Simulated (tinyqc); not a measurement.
Mass and g factor above the band edge: five-level k.p model folded onto the conduction band.

Second-order sums for the lowest conduction level at E: 1/m = 1 + Cm + (Ep/3)(2/E + 1/(E + Dso)) - (Ep2/3)(2/(E7 + D2 - E) + 1/(E7 - E)); g/2 = 1 + Cg - (Ep/3)(1/E - 1/(E + Dso)) - (Ep2/3)(1/(E7 - E) - 1/(E7 + D2 - E)). E is counted from the top of the valence band; E = Eg at the edge.

Parameters, chosen for this exercise (near those of GaSb; shifted at random, so the results belong to these values and not to a real crystal): Eg = 0.827 eV (gap at Gamma to the s-like level); Dso = 0.778 eV (spin-orbit splitting); Ep = 26.8 eV (Kane energy); E7 = 3.12 eV (upper Gamma7 conduction level, from the valence top); D2 = 0.31 eV (its spin-orbit splitting, Gamma8 above Gamma7); Ep2 = 4.7 eV (Kane energy to the upper levels); Cm = -0.4 (remote term in 1/m); Cg = -0.02 (remote term in g/2).

The sums are evaluated at E = Eg + dE, as is done for confined or hot electrons.

Results:
```
dE (meV)    m(E)    g(E)  m(E)/m(Eg)  1 + dE/Eg
0         0.0386  -8.675      1.0000     1.0000
20        0.0395  -8.305      1.0235     1.0242
50        0.0409  -7.787      1.0589     1.0605
99        0.0432  -7.026      1.1170     1.1197
149       0.0455  -6.344      1.1770     1.1802
198       0.0478  -5.754      1.2364     1.2394
298       0.0525  -4.744      1.3600     1.3603
```

Over 298 meV the mass grows by 36.0 %, against 36.0 % for two levels alone, and g moves from -8.675 to -4.744, towards the free value 2.

Program tinyqc; command `OMP_NUM_THREADS=1 python tinyqc.py 1051358 1051359 out.jsonl`; about 0.01 s on one thread of a shared Intel(R) Xeon(R) Processor @ 2.30GHz.
